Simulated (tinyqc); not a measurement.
Tersoff bond-order potential: one step, computed by the program tinyqc. Command: `OMP_NUM_THREADS=1 python tinyqc.py 3024760 3024761 out.jsonl tersoff walk`. One thread of a shared host (Intel(R) Xeon(R) Processor @ 2.30GHz), about 0.01 s of CPU time with the checks.

E = (1/2) sum_(i, j != i) [A exp(-lambda r_ij) - b_ij B exp(-mu r_ij)], b_ij = (1 + (beta zeta_ij)^n)^(-1/(2n)), zeta_ij = sum_(k != i, j) g(theta_ijk), g = 1 + c^2/d^2 - c^2/(d^2 + (h - cos theta)^2), with theta at atom i. Only nearest neighbours count (cut-off function 1 for them, 0 beyond).

Problem. Unrelaxed vacancy. Each of the four neighbours loses one bond; its three other bonds now have zeta = 2 g, for the direction that starts at it. E_v = -E + 12 x (1/2)(b(3g) - b(2g)) B exp(-mu r), where -E is the pair-like cost.

Inputs (values chosen for the exercise, modelled on silicon):
```
quantity     value        unit
B           469.33          eV
mu          1.7322  1/angstrom
beta      1.06e-06           -
n           0.7898           -
```

zeta = 31315.98

energy per atom of the diamond lattice = -4.421874 eV

bond order b = 0.9592574

bond length = 2.376932 angstrom

Give: b(2g); unrelaxed vacancy energy E_v.

Solution.

b(2g) = 0.9700

unrelaxed vacancy energy E_v = 3.929 eV

Stronger back bonds return 0.492 eV, so E_v is 89 % of the cohesive energy.
